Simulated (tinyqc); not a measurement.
Undoped symmetric double-gate MOSFET, analytic potential model: one step of the calculation.

An undoped body of thickness ts between two equal insulators and tied gates; long channel, electrons only, n = ni exp((psi - V)/Vt) with V the quasi-Fermi potential (0 at the source, Vd at the drain), constant mobility, no quantisation. Across the body psi(x) = V - 2 Vt ln[(ts/(2 beta)) sqrt(q ni/(2 eps0 eps_r Vt)) cos(2 beta x/ts)], x from the centre. Q is the electron charge per area of the whole body.

Task. beta at the source by Newton steps in z = ln(tan beta). With V = 0, t = exp(z), beta = arctan(t): f = ln(beta) + (1/2) ln(1 + t^2) + 2 r beta t - (Vg - V0)/(2 Vt); with c = t/(1 + t^2), df/dz = c/beta + t c + 2 r t (c + beta); z(new) = z - f/(df/dz).

Values chosen for this exercise:

| symbol | value | unit | meaning |
|---|---|---|---|
| T | 300 | K | temperature |
| Vg | 0.43 | V | gate voltage |

Constants: q = 1.602176634e-19 C, kB = 1.380649e-23 J/K, Vt = kB T/q. Results are converted to the units shown.

z at the start = 1
r = 0.20868900
V0 = 0.61443935 V

Find: beta; f; df/dz; z after iteration 1.

Result.

beta = 1.2183
f = 6.2103
df/dz = 2.8966
z after iteration 1 = -1.1440

Numbers from tinyqc (`OMP_NUM_THREADS=1 python tinyqc.py 2440095 2440096 out.jsonl`; about 0.01 s on one thread of a shared Intel Xeon 2.30GHz).
